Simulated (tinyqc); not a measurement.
Energy and delay of logic against supply voltage: two steps of the calculation.

One expression serves below and above threshold: I(Vg) = Ik [ln(1 + exp((Vg - VT + dd V)/(al nf Vt)))]^al, with I_on = I(V) and I_off = I(0). Gate delay td = kd C V/I_on, clock period LD td. Per gate and cycle the switching energy is act C V^2 and the leakage energy I_off V LD td. No short-circuit current, no variation. Minima are sought above 0.09 V; below a few Vt gates no longer switch and the model has no meaning.

Parameters, values chosen for the exercise; values of the order met in logic technologies: temperature T = 250 K; threshold voltage at zero drain bias VT = 0.35 V; slope factor nf = 1.27; barrier lowering per volt of supply dd = 0.1; specific current of a gate Ik = 0.31 uA; exponent of the current law al = 1.44; load capacitance of a gate C = 1.4 fF; delay factor kd = 0.7; logic depth LD = 12; activity factor act = 0.2; supply voltage V = 0.55 V.

Constants: q = 1.602176634e-19 C, kB = 1.380649e-23 J/K, Vt = kB T/q. Results are converted to the units shown.

Question 1. Currents, delay and energies. I_on, I_off, td, clock frequency 1/(LD td), both energies and their sum.

Wanted: I_on; I_off; td; clock frequency; switching energy; leakage energy; energy.

Answer 1.

I_on = 4.5650 uA
I_off = 0.0064351 nA
td = 118.07 ps
clock frequency = 0.70578 GHz
switching energy = 84.700 aJ
leakage energy = 0.0050148 aJ
energy = 84.705 aJ

I_on/I_off = 7.09e5; leakage makes up 0.00592 % of the energy.

Question 2. New V. Minimum-energy supply: E(V) is the energy per gate and cycle; with h = 0.001 V, E' = (E(V + h) - E(V - h))/(2 h), E'' = (E(V - h) - 2 E(V) + E(V + h))/h^2, V(new) = V - E'/E''.

V at the start = 0.16 V

Wanted: E'; E''; V after iteration 1.

Answer 2.

E' = 68.737 aJ/V
E'' = 994.09 aJ/V^2
V after iteration 1 = 0.090855 V

tinyqc, about 0.01 s, one thread, Intel Xeon 2.30GHz (shared host): `OMP_NUM_THREADS=1 python tinyqc.py 2082042 2082043 out.jsonl`
